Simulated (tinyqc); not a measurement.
Kronig-Penney superlattice by transfer matrices: one step. In a field along the axis. Three cases, with inputs chosen for the exercise.

Task: One-band picture: ladder spacing e F d, Bloch frequency e F d/(2 pi hbar), and extent W/(e F) of a Stark state, with W the width of band 1; 1 kV/cm = 1e-5 V/angstrom.

Constants: hbar = 6.58211957e-16 eV s.

Give: e F d; Bloch frequency; W/(e F d).

Case 1.

Values chosen (out of a larger set: near those of a GaAs superlattice with barriers of AlGaAs; not measured data): a = 83 angstrom (well width); b = 35 angstrom (barrier width); F = 2 kV/cm (field along the axis).

Minibands:
```
band  bottom (eV)  top (eV)  width (meV)
1        0.038106  0.043389        5.283
2        0.147527  0.174469       26.942
3        0.303523  0.392449       88.926
```

Result:

e F d = 2.360 meV
Bloch frequency = 0.571 THz
W/(e F d) = 2.24 periods

The state spreads over about 2 periods.

Case 2.

Values chosen (out of a larger set: near those of a GaAs superlattice with barriers of AlGaAs; not measured data): a = 58 angstrom (well width); b = 42 angstrom (barrier width); F = 2 kV/cm (field along the axis).

Minibands:
```
band  bottom (eV)  top (eV)  width (meV)
1        0.043788  0.063222       19.434
2        0.153520  0.250313       96.793
3        0.297747  0.512191      214.444
```

Result:

e F d = 2.000 meV
Bloch frequency = 0.484 THz
W/(e F d) = 9.72 periods

The state spreads over about 10 periods.

Case 3.

Values chosen (out of a larger set: near those of the light valleys of a Si film between layers of SiO2; not measured data): a = 17 angstrom (well width); b = 6 angstrom (barrier width); F = 20 kV/cm (field along the axis).

Minibands:
```
band  bottom (eV)  top (eV)  width (meV)
1        0.306351  0.323880       17.529
2        1.284349  1.372615       88.266
3        2.886536  3.257627      371.091
```

Result:

e F d = 4.600 meV
Bloch frequency = 1.112 THz
W/(e F d) = 3.81 periods

The state spreads over about 4 periods.

Computed by tinyqc, one run a case: `OMP_NUM_THREADS=1 python tinyqc.py N N+1 out.jsonl` with N = 1250240, 1250254, 1250531; one thread of a shared Intel(R) Xeon(R) Processor @ 2.30GHz, about 0.06 s a run at most.
